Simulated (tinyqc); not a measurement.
Worked calculation: extended Hueckel theory, for H6. Computed by tinyqc, a small Python program that keeps every step (integrals from PySCF). Settings: charge = 0, K = 1.5, multiplicity = 1. Command: `OMP_NUM_THREADS=1 python tinyqc.py 30816 30817 out.jsonl` (the two numbers bound the seeds that draw the settings). One thread of a shared host (Intel(R) Xeon(R) Processor @ 2.60GHz), about 0.01 s of CPU time with the checks.

## Overlaps

Geometry (angstrom):
```
atom        x        y        z
H     0.00000  0.00000  0.00000
H     0.00000  0.00000  0.79200
H     0.00000  0.00000  1.87400
H     0.00000  0.00000  2.66600
H     0.00000  0.00000  3.74900
H     0.00000  0.00000  4.54100
```

Parameters chosen for this run:
```
element  shell  Slater exponent  H_ii (eV)
H           1s          1.30000  -13.60000
```

Slater orbitals, each expanded in six Gaussians scaled to its exponent.

overlap S:
```
         1H 1s    2H 1s    3H 1s    4H 1s    5H 1s    6H 1s
1H 1s  1.00000  0.60123  0.12686  0.03128  0.00374  0.00067
2H 1s  0.60123  1.00000  0.42142  0.12686  0.01809  0.00374
3H 1s  0.12686  0.42142  1.00000  0.60123  0.12665  0.03122
4H 1s  0.03128  0.12686  0.60123  1.00000  0.42086  0.12665
5H 1s  0.00374  0.01809  0.12665  0.42086  1.00000  0.60123
6H 1s  0.00067  0.00374  0.03122  0.12665  0.60123  1.00000
```

## Wolfsberg-Helmholz matrix

diagonal H_ii (eV): 1H 1s -13.60000, 2H 1s -13.60000, 3H 1s -13.60000, 4H 1s -13.60000, 5H 1s -13.60000, 6H 1s -13.60000

K = 1.50000

H_ij = K' S_ij (H_ii + H_jj)/2 for i != j (the diagonal keeps H_ii), with K' = 1.5.

H (eV):
```
           1H 1s      2H 1s      3H 1s      4H 1s      5H 1s      6H 1s
1H 1s  -13.60000  -12.26501   -2.58788   -0.63801   -0.07621   -0.01358
2H 1s  -12.26501  -13.60000   -8.59690   -2.58788   -0.36913   -0.07621
3H 1s   -2.58788   -8.59690  -13.60000  -12.26501   -2.58357   -0.63683
4H 1s   -0.63801   -2.58788  -12.26501  -13.60000   -8.58552   -2.58357
5H 1s   -0.07621   -0.36913   -2.58357   -8.58552  -13.60000  -12.26501
6H 1s   -0.01358   -0.07621   -0.63683   -2.58357  -12.26501  -13.60000
```

## Orbitals

valence electrons = 6

Solve H C = S C e through S^(-1/2); fill by pairs from the bottom, a degenerate level sharing its electrons equally; each orbital has its largest coefficient positive (the first on a tie).

orbital energies (eV): -17.20839  -16.27702  -14.50871  -6.99351  -0.11061  10.02440

occupations: 2.00000  2.00000  2.00000  0.00000  0.00000  0.00000

coefficients:
```
           MO1       MO2       MO3       MO4       MO5       MO6
1H 1s  0.19677  -0.37288   0.44246   0.64844  -0.75615   0.50646
2H 1s  0.27723  -0.38652   0.22531  -0.43609   0.91005  -0.83872
3H 1s  0.34547  -0.11949  -0.43216  -0.61261  -0.29895   1.13179
4H 1s  0.34530   0.11963  -0.43251   0.61279  -0.30042  -1.13067
5H 1s  0.27678   0.38710   0.22505   0.43594   0.91141   0.83646
6H 1s  0.19644   0.37343   0.44200  -0.64812  -0.75729  -0.50515
```

sum of one-electron energies = -95.98825 eV

## Mulliken analysis

P = C n C^T; charge = valence electrons (H 1) minus the sum of (P S)_ii on the atom; overlap population = 2 sum P_ij S_ij between two atoms.

charges: 1H -0.07555, 2H 0.06251, 3H 0.01321, 4H 0.01289, 5H 0.06235, 6H -0.07540

Overlap populations:
```
pair      value
2-1    0.717541
3-1   -0.039923
3-2    0.075164
4-1   -0.021020
4-2   -0.024336
4-3    0.702011
5-1    0.000145
5-2   -0.001606
5-3   -0.024261
5-4    0.074989
6-1    0.000253
6-2    0.000145
6-3   -0.020949
6-4   -0.039850
6-5    0.717617
```
